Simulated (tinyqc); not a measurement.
Three ways to the same curve: density of states of one tight-binding band on the simple cubic lattice.

E(k) = -2 t (c1 + c2 + c3) - 4 t2 (c1 c2 + c2 c3 + c3 c1) with ci = cos(2 pi ki); k in fractions of the reciprocal vectors, mesh k_i = j/N with j = 0 .. N-1. Densities are per cell and per spin, so the band holds one state.

Each cube of the mesh, corners numbered 0 to 7 as the binary number (i j l), is cut into six tetrahedra around the diagonal 0-7: 0137, 0157, 0237, 0267, 0457, 0467. For corner energies e1 <= e2 <= e3 <= e4 and eij = ei - ej, the share of the tetrahedron below E is n = (E - e1)^3/(e21 e31 e41) for e1 < E < e2; n = [e21^2 + 3 e21 x + 3 x^2 - (e31 + e42) x^3/(e32 e42)]/(e31 e41) with x = E - e2 for e2 < E < e3; n = 1 - (e4 - E)^3/(e41 e42 e43) for e3 < E < e4; its density of states is g = dn/dE.

Gaussian broadening: g(E) = mean over the mesh of exp(-(E - E_k)^2/(2 sigma^2))/(sigma sqrt(2 pi)), n(E) = mean of erfc((E_k - E)/(sigma sqrt 2))/2.

Inputs chosen for the exercise: t = 0.91 eV (nearest hopping); t2 = 0.08 eV (second hopping); N2 = 8 (mesh points along each axis in this comparison); sigma = 0.273 eV (Gaussian width).

N = N2 here; the reference is the linear method with N = 36.

g(E) (1/eV):

| E (eV) | reference | linear tetrahedra | Gaussian, sigma | Gaussian, sigma/4 | reference n(E) |
|---|---|---|---|---|---|
| -5.427 | 0.021 | 0.019 | 0.021 | 0.000 | 0.013 |
| -4.434 | 0.035 | 0.032 | 0.029 | 0.036 | 0.041 |
| -3.441 | 0.052 | 0.052 | 0.069 | 0.079 | 0.083 |
| -2.448 | 0.077 | 0.077 | 0.056 | 0.000 | 0.147 |
| -1.456 | 0.147 | 0.143 | 0.171 | 0.044 | 0.248 |
| 0.530 | 0.160 | 0.170 | 0.140 | 0.002 | 0.553 |
| 1.523 | 0.170 | 0.181 | 0.191 | 0.212 | 0.717 |
| 2.515 | 0.116 | 0.110 | 0.124 | 0.154 | 0.875 |
| 3.508 | 0.063 | 0.057 | 0.061 | 0.018 | 0.961 |

Give the missing row, E (eV) = -0.463.

Computed row:
```
E (eV)  reference  linear tetrahedra  Gaussian, sigma  Gaussian, sigma/4  reference n(E)
-0.463      0.153              0.158            0.119              0.157           0.397
```

Root-mean-square errors against the reference: 0.0057 for linear tetrahedra, 0.0186 for sigma and 0.0693 for sigma/4. The narrow Gaussian is worse than the wide one, because it resolves the separate mesh levels. The reference is highest at 1.523 eV of the energies listed, and half filling lies between -0.463 and 0.530 eV.

Program tinyqc; command `OMP_NUM_THREADS=1 python tinyqc.py 1650648 1650649 out.jsonl`; about 0.2 s on one thread of a shared Intel(R) Xeon(R) Processor @ 2.30GHz.
